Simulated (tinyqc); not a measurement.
Worked calculation: plane-wave Kohn-Sham cycle with exchange-only LDA in a layered model solid. One step of it, computed by the program tinyqc.

Problem. Iteration 2: potential. V_H(G) = 4 pi rho(G)/G^2 for G != 0 (uniform background); v_x = -(3 rho/pi)^(1/3); V = V_ext + V_H + v_x; Fourier components f(G_m) = (1/N) sum_j f(x_j) exp(-i G_m x_j).

A solid whose potential varies along x alone (atomic units):

| parameter | value |
|---|---|
| period a | 8.200000 |
| cross-section of the cell | 31.000000 |
| electrons per cell | 2 |
| grid points | 16 |
| plane waves -n..n, n | 3 |
| k points | 3 |
| V1 in V1 cos(2 pi x/a) | -0.530000 |

density after iteration 1 (e/bohr^3): 0.00963992  0.00931816  0.00858204  0.00786497  0.00740906  0.00719618  0.00711694  0.00709197  0.00708656  0.00709197  0.00711694  0.00719618  0.00740906  0.00786497  0.00858204  0.00931816

Give: Potentials on the grid; V(G_m), m = 0, 1, 2, ....

Solution.

Potentials on the grid (hartree):

| x | V_ext | V_H | v_x | V |
|---|---|---|---|---|
| 0.000 | -0.530 | 0.028 | -0.210 | -0.712 |
| 0.512 | -0.490 | 0.025 | -0.207 | -0.672 |
| 1.025 | -0.375 | 0.017 | -0.202 | -0.559 |
| 1.538 | -0.203 | 0.007 | -0.196 | -0.391 |
| 2.050 | 0 | -2.53e-03 | -0.192 | -0.195 |
| 2.562 | 0.203 | -0.011 | -0.190 | 1.69e-03 |
| 3.075 | 0.375 | -0.017 | -0.189 | 0.168 |
| 3.587 | 0.490 | -0.021 | -0.189 | 0.279 |
| 4.100 | 0.530 | -0.022 | -0.189 | 0.318 |
| 4.612 | 0.490 | -0.021 | -0.189 | 0.279 |
| 5.125 | 0.375 | -0.017 | -0.189 | 0.168 |
| 5.638 | 0.203 | -0.011 | -0.190 | 1.69e-03 |
| 6.150 | 0 | -2.53e-03 | -0.192 | -0.195 |
| 6.662 | -0.203 | 0.007 | -0.196 | -0.391 |
| 7.175 | -0.375 | 0.017 | -0.202 | -0.559 |
| 7.688 | -0.490 | 0.025 | -0.207 | -0.672 |

V(G_m), m = 0, 1, 2, ... (hartree): -0.196  -0.257  -0.001  0.000  0.000  0.000  0.000
